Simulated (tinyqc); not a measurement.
Electron-beam lithography: double-Gaussian proximity function, edge placement and dose correction for parallel lines: one step, computed by the program tinyqc.

Lines are infinitely long. Absorbed energy is counted so that the middle of a very large area written at dose 1 receives 1; the resist develops where it exceeds 1/2.

Problem. Dose correction. Uncorrected edge energies are M 1. Solve M d = 1/2 for the doses d that put the mean edge energy of every line at the threshold.

M:
```
,1,2,3,4
1,0.3374348,0.1069840,0.0240552,0.0094443
2,0.0002305,0.4451803,0.0349240,0.0166271
3,0.0001467,0.0963732,0.3834783,0.0250716
4,0.0001011,0.0783280,0.0443113,0.3642141
```

Give: edge energies at dose 1; corrected doses; largest over smallest dose.

Solution.

edge energies at dose 1: 1 0.4779, 2 0.4970, 3 0.5051, 4 0.4870

corrected doses: 1 1.064, 2 1.007, 3 0.983, 4 1.036

largest over smallest dose = 1.082
